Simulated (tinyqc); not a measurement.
Filling the band: three-level Kane dispersion of a narrow-gap semiconductor.

Zero of energy at Gamma8, c = hbar^2/2m0, P^2 = Ep c. The free-electron term and remote bands are left out, so the heavy holes are flat at E = 0 and the other three bands obey E (E - Eg)(E + Dso) = P^2 k^2 (E + 2 Dso/3). The conduction band is the highest root; its edge is Ec = max(Eg, 0).

Degenerate electrons at T = 0: kF = (3 pi^2 n)^(1/3), 1 cm^-3 = 1e-24 angstrom^-3; EF is the highest root at kF. The momentum (cyclotron, optical) mass is m(E) = hbar^2 k/(dE/dk) = c d(k^2)/dE with d(k^2)/dE = k^2 [1/E + 1/(E - Eg) + 1/(E + Dso) - 1/(E + 2 Dso/3)]; the density of states is k d(k^2)/dE/(2 pi^2).

Edge mass m0* = 3 |Eg|/(2 Ep).
Constants: hbar^2/2m0 = 3.80998211 eV angstrom^2.

Parameters, chosen for this exercise (out of a larger set: near those of grey Sn; not measured data): Eg = -0.402 eV (E(Gamma6) - E(Gamma8)); Dso = 0.82 eV (spin-orbit splitting); Ep = 22.4 eV (Kane energy).

n from 1e15 to 1e19 cm^-3. The last column is the local power d ln(EF - Ec)/d ln n = kF^2/(1.5 (EF - Ec) d(k^2)/dE).

Results:

| n (cm^-3) | kF (1/angstrom) | EF - Ec (meV) | parabolic (meV) | m(EF) | m(EF)/m0* | power |
|---|---|---|---|---|---|---|
| 1.0e+15 | 0.00309 | 1.4 | 1.4 | 0.0271 | 1.01 | 0.665 |
| 1.0e+16 | 0.00667 | 6.2 | 6.3 | 0.0275 | 1.02 | 0.659 |
| 3.0e+16 | 0.00961 | 12.8 | 13.1 | 0.0282 | 1.05 | 0.651 |
| 1.0e+17 | 0.01436 | 27.7 | 29.2 | 0.0297 | 1.10 | 0.636 |
| 3.0e+17 | 0.02071 | 55.1 | 60.7 | 0.0324 | 1.20 | 0.611 |
| 1.0e+18 | 0.03094 | 112.3 | 135.5 | 0.0379 | 1.41 | 0.571 |
| 3.0e+18 | 0.04462 | 205.2 | 281.8 | 0.0468 | 1.74 | 0.527 |
| 1.0e+19 | 0.06665 | 376.0 | 628.7 | 0.0626 | 2.32 | 0.480 |

What can be read from this table?

The power falls from 0.665 to 0.480: 2/3 marks a parabola, 1/3 a linear band. The parabola is within 10 % up to n = 1.0e+17 cm^-3. The mass has doubled by n = 1.0e+19 cm^-3 and ends at 2.3 times its edge value. Side valleys are left out; where they lie low (GaSb, grey Sn: about 0.1 eV) they take the electrons long before the last rows.

tinyqc: `OMP_NUM_THREADS=1 python tinyqc.py 1080977 1080978 out.jsonl`; about 0.01 s, one thread, shared Intel(R) Xeon(R) Processor @ 2.30GHz.
